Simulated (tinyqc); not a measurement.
# Thin film between two gates, subbands and threshold shift from confinement: two studies

Undoped body with a flat potential across it, hard walls, transport along x. Three valley pairs (g = 2 each) with the longitudinal mass along x, y or z. Non-parabolicity enters the subband edges through E (1 + al E) = gamma, so E = 2 gamma/(1 + sqrt(1 + 4 al gamma)); motion within a subband is taken as parabolic with the band-edge mass. Energies are counted from the bulk band edge.

Inputs (values chosen for the exercise); masses close to those of silicon:
- T = 300 K (temperature)
- ml = 0.928 m0 (longitudinal mass)
- mt = 0.187 m0 (transverse mass)
- al = 0.5 1/eV (non-parabolicity)
- t = 9 nm (film thickness (along z))
- dl = 0 nm (widening of the box by penetration into the insulator)
- Cg = 3 uF/cm^2 (gate capacitance per area of interface)

Constants: q = 1.602176634e-19 C, kB = 1.380649e-23 J/K, hbar = 1.054571817e-34 J s, m0 = 9.1093837015e-31 kg, Vt = kB T/q, hbar^2/(2 m0) = 0.0380998212 eV nm^2. Results are converted to the units shown.

Each table varies one quantity; the others keep the values above.

## Confinement against the film thickness

gamma = C (pi k/(t + dl))^2/mz, C = hbar^2/(2 m0). Each subband has N_k = g sqrt(mx my) m0 kB T/(pi hbar^2); without degeneracy n = exp(EF/Vt) sum N_k exp(-E_k/Vt). Classical value Nc times t, Nc = sum over valleys of 2 g (m m0 kB T/(2 pi hbar^2))^1.5 with m = (mx my mz)^(1/3). Threshold shift dVT = Vt ln(classical value/sum N_k exp(-E_k/Vt)). With degeneracy n = sum N_k F((EF - E_k)/Vt), F(x) = ln(1 + exp(x)); gate: Vg = EF + q n/(Cg P), P = 2 (both faces), summed over the 60 lowest subbands at most, with Vg counted from the value that would put EF at the bulk band edge of an empty body. The last two columns are for Vg = 0.6 V; sensitivity d(dVT)/dt by central differences between 0.99 and 1.01 times the value.

Confinement against the film thickness:
```
t (nm)	E_1 (meV)	gap to the next edge (meV)	dVT (mV)	sensitivity (mV/nm)	n/P (cm^-2)	share of the lowest subband (%)
2	96.63	248.9	104.3	-79.48	7.613e12	99.90
2.7	54.12	147.8	69.35	-30.15	8.358e12	93.51
3.6	30.79	87.30	51.41	-14.03	9.205e12	66.94
4.7	18.18	52.68	38.39	-10.28	9.891e12	44.75
6.3	10.16	29.88	25.38	-6.062	1.041e13	29.98
8.4	5.726	16.99	16.59	-2.800	1.076e13	21.39
11	3.343	9.963	11.52	-1.355	1.102e13	15.82
15	1.799	5.379	7.825	-0.6317	1.127e13	11.23
20	1.012	3.031	5.559	-0.3255	1.147e13	8.220
```

As t grows from 2 to 20 nm, E_1 falls from 96.6 to 1.01 meV and dVT falls from 104 to 5.56 mV. E_1 goes as t^(-1.93) at the thin end (-2 for a parabolic band without penetration); a thickness error of 0.2 nm moves the threshold by 16 mV in the first row and 0.065 mV in the last. The charge per interface area rises from 7.61e12 to 1.15e13 cm^-2. For t = 2, 2.7 the body is too thin for bulk effective masses to be reliable. In every row the charge in the last two columns would bend the potential across the body noticeably, which is left out.

## Charge and subband filling against gate voltage

Same model as above.

Each subband has N_k = g sqrt(mx my) m0 kB T/(pi hbar^2). Cq = q dn/dEF.

Results:
```
Vg (V)	EF - E_1 (eV)	n (cm^-2)	n/P (cm^-2)	share of the lowest subband (%)	Cq/(Cg P)	total C/(Cg P)
-0.15	-0.1560	3.950e10	1.975e10	24.42	0.04077	0.03918
0.1	-0.03043	4.698e12	2.349e12	23.09	4.491	0.8179
0.23	-0.01213	8.881e12	4.440e12	22.10	7.972	0.8885
0.35	-6.142e-4	1.294e13	6.472e12	21.26	10.98	0.9165
0.47	0.008389	1.710e13	8.550e12	20.51	13.73	0.9321
0.6	0.01648	2.167e13	1.083e13	19.79	16.45	0.9427
0.72	0.02293	2.592e13	1.296e13	19.20	18.73	0.9493
0.85	0.02916	3.055e13	1.528e13	18.62	21.00	0.9545
```

Estimate the missing row, Vg = -0.02 V.

Computed row:
```
Vg (V)	EF - E_1 (eV)	n (cm^-2)	n/P (cm^-2)	share of the lowest subband (%)	Cq/(Cg P)	total C/(Cg P)
-0.02	-0.06286	1.418e12	7.090e11	24.00	1.430	0.5884
```

With this row back in the table: EF passes E_1 = 0.00499 eV at Vg = 0.357 V. The share of the lowest subband falls from 24.4 to 18.6 % and the total capacitance rises from 0.0392 to 0.955 of Cg P. In the last row 4.8 % of an added gate voltage goes into raising EF (from the last two rows). For Vg = -0.02, 0.1, 0.23, 0.35, 0.47, 0.6, 0.72, 0.85 the charge would bend the potential across the body noticeably, which is left out.

Numbers from tinyqc (`OMP_NUM_THREADS=1 python tinyqc.py 2350013 2350014 out.jsonl`; about 0.06 s on one thread of a shared Intel Xeon 2.30GHz).
